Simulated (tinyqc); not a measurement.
# Resistance of a source-drain extension with a graded tip: what changes with what

y runs along the channel, the gate covers y > 0. The doping is N0 for y < y0 and N0 10^(-(y - y0)/la) beyond, uniform over the depth xj. Sheet conductance s(y) = q mu(N) max(N - Nch, 0) xj + (for y > 0) ma Cox Vo, with mu(N) = u0 + (u1 - u0)/(1 + (N/Nr)^au) and Cox = eps0 eox/tox. Current is taken as one-dimensional; depletion of the tip, spreading and the contact are left out. The metallurgical junction lies at yj, where N = Nch.

Parameters, values chosen for the exercise; mobility law close to that of electrons in silicon: relative permittivity of the gate insulator (close to silicon dioxide) eox = 3.9; insulator thickness tox = 2.2 nm; active doping of the extension far from the gate N0 = 1.1e20 cm^-3; lateral abruptness la = 3.7 nm/decade; depth of the extension xj = 15 nm; channel doping Nch = 3.3e17 cm^-3; spacer length Ls = 17 nm; gate overdrive Vo = 0.31 V; mobility of the gate-induced layer ma = 210 cm^2/(V s); mobility at low doping u1 = 1414 cm^2/(V s); mobility at high doping u0 = 68.5 cm^2/(V s); reference doping Nr = 9.2e16 cm^-3; exponent au = 0.711; gate length Lg = 50 nm.

Constants: q = 1.602176634e-19 C, eps0 = 8.8541878128e-14 F/cm where lengths are in cm. Results are converted to the units shown.

Each table varies one quantity; the others keep the values above.

## Abruptness at a fixed junction position

R_spacer = integral of dy/s from -Ls to 0, R_ov from 0 to yj, R_channel = (Lg - 2 yj)/(ma Cox Vo), R_total = 2 R_spacer + 2 R_ov + R_channel. Electrical length L_eff = ma Cox dR_total/d(1/Vo); R_series = R_total - L_eff/(ma Cox Vo). y0 is moved with la so that yj stays at 13.135 nm.

The same in every row: yj (nm) = 13.13; R_channel (ohm um) = 232.2.

Abruptness at a fixed junction position:
```
la (nm/decade),R_spacer (ohm um),R_ov (ohm um),R_total (ohm um),L_eff (nm),R_series (ohm um)
1,8.358,14.98,278.9,24.99,34.35
2.3,8.358,26.46,301.9,26.55,42.05
3.6,8.358,37.93,324.8,28.11,49.74
4.9,8.358,49.41,347.8,29.67,57.44
6.1,8.922,59.51,369.1,31.09,64.81
7.4,12.06,68.42,393.2,32.55,74.64
8.7,18.13,75.38,419.3,33.87,87.82
10,26.96,80.85,447.9,35.02,105.1
```

Read the table: what changes, and by how much?

As la goes from 1 to 10 nm/decade, R_total rises from 279 to 448 ohm um, R_spacer rises from 8.36 to 27.0 ohm um and R_ov rises from 15.0 to 80.8 ohm um. R_total changes on average by 18.8 ohm um for each nm/decade. L_eff exceeds the metallurgical length by 1.26 nm in the first row and 11.3 nm in the last, since the gate also controls the lightly doped tips.

## Effect of the position under the gate where the fall begins

Same model as above.

Effect of the position under the gate where the fall begins:
```
y0 (nm),yj (nm),R_spacer (ohm um),R_ov (ohm um),R_channel (ohm um),R_total (ohm um),L_eff (nm),R_series (ohm um)
-6,3.335,25.45,23.65,424.1,522.3,46.97,62.64
-4,5.335,13.34,31.37,384.9,474.3,43.60,47.62
-2,7.335,9.187,35.39,345.8,434.9,39.78,45.61
0,9.335,8.358,37.04,306.6,397.4,35.81,46.95
2,11.33,8.358,37.97,267.5,360.1,31.82,48.73
4,13.33,8.358,38.91,228.3,322.9,27.83,50.51
6,15.33,8.358,39.85,189.2,285.6,23.84,52.30
8,17.33,8.358,40.78,150.0,248.3,19.85,54.08
```

Read the table: what changes, and by how much?

As y0 goes from -6 to 8, R_total falls from 522 to 248 ohm um, L_eff falls from 47.0 to 19.8 nm and R_series goes from 62.6 through a minimum of 45.6 (at y0 = -2 among the rows listed) to 54.1 ohm um. More overlap also shortens the channel and adds capacitance, effects on threshold and speed that are left out.

tinyqc, about 0.03 s, one thread, Intel Xeon 2.30GHz (shared host): `OMP_NUM_THREADS=1 python tinyqc.py 2282084 2282085 out.jsonl`
